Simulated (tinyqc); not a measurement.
Weakening the contact bond: metal-induced gap states at the contact of a metal chain and a two-band chain.

The semiconductor alternates sites A at -Eg/2 and C at +Eg/2 with hopping -t; the gap runs from -Eg/2 to Eg/2. In the gap cosh(q a) = 1 + (Eg^2/4 - E^2)/(2 t^2) and the amplitude changes by -exp(-q a) a period. The metal has site energy 0 and hopping -tm; its end site has g_m = (E - i sqrt(4 tm^2 - E^2))/(2 tm^2). Sites 1, 2, ... count into the semiconductor, with energies e1, e2 alternating. The clean half chain has g1 = 1/(E - e1 - t^2 g2), g2 = 1/(E - e2 - t^2 g1), decaying root. With the contact G11 = 1/(1/g1 - tc^2 g_m), and the density on site j is -Im G_jj/pi = |psi_j/psi_1|^2 (-Im G11/pi), per spin, with psi_2/psi_1 = -t g2, psi_3/psi_2 = -t g1.

Constants: e^2/(4 pi eps0) = 14.39964547 eV angstrom.

Inputs chosen for the exercise (gap and optical dielectric constant near those of HfO2; the chain itself is a model; shifted at random, so the results belong to these values and not to a real crystal): Eg = 5.72 eV (gap); t = 3.12 eV (hopping in the semiconductor); tm = 1.97 eV (hopping in the metal); end = A (site that touches the metal); a = 3.6 angstrom (period (two sites); one chain for each area a^2); eps = 4.1 (dielectric constant); E = 1.75 eV (energy from mid-gap).

At the given E, tc is varied, as by a thin spacer. xi = 1/(2q), N = 2 (summed density)/a^2, S = 1/(1 + 4 pi e^2 N xi/eps) with xi and eps kept.

Against tc:

| tc (eV) | D1 (1/eV) | summed density (1/eV) | S |
|---|---|---|---|
| 0.10 | 0.00002 | 0.00007 | 0.9988 |
| 0.25 | 0.00011 | 0.00044 | 0.9924 |
| 0.50 | 0.00045 | 0.00179 | 0.9701 |
| 0.80 | 0.00116 | 0.00466 | 0.9255 |
| 1.20 | 0.00271 | 0.01088 | 0.8419 |
| 2.50 | 0.01356 | 0.05438 | 0.5157 |
| 3.50 | 0.02504 | 0.10046 | 0.3657 |

Give the missing row, tc (eV) = 1.80.

Computed row:
```
tc (eV)  D1 (1/eV)  summed density (1/eV)       S
1.80       0.00654                0.02625  0.6882
```

For a weak bond the density goes as tc^2 (ratio 6.27 between 0.25 and 0.1 eV, against 6.25). It is largest at tc = 3.5 eV among these rows, the end of the table; the peak may lie just before or beyond it. S is 0.999 at 0.1 eV and has its least value, 0.366, in that row.

(tinyqc, `OMP_NUM_THREADS=1 python tinyqc.py 1451724 1451725 out.jsonl`, Intel(R) Xeon(R) Processor @ 2.30GHz, 1 thread, shared host, about 0.01 s.)
